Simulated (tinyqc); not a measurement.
Jacobi rotations on a symmetric matrix, step by step. One step of it, computed by the program tinyqc.

Task: Jacobi rotation 2. Take the largest off-diagonal element A_pq; tan 2 theta = 2 A_pq / (A_qq - A_pp) with |theta| <= pi/4; A' = J^T A J with J_pp = J_qq = cos, J_pq = sin, J_qp = -sin.

A':
$$\begin{pmatrix}
-0.003290 & 0.141168 & 0.000000 & -0.503953 \\
0.141168 & 2.699000 & 0.725099 & 0.296000 \\
0.000000 & 0.725099 & 3.626290 & 0.110439 \\
-0.503953 & 0.296000 & 0.110439 & 4.310000
\end{pmatrix}$$

Give: p, q, theta; A'.

Result:

p, q, theta (rad): [2.000, 3.000, 0.501]

A':
$$\begin{pmatrix}
-0.003 & 0.124 & 0.068 & -0.504 \\
0.124 & 2.302 & 0.000 & 0.207 \\
0.068 & 0.000 & 4.023 & 0.239 \\
-0.504 & 0.207 & 0.239 & 4.310
\end{pmatrix}$$
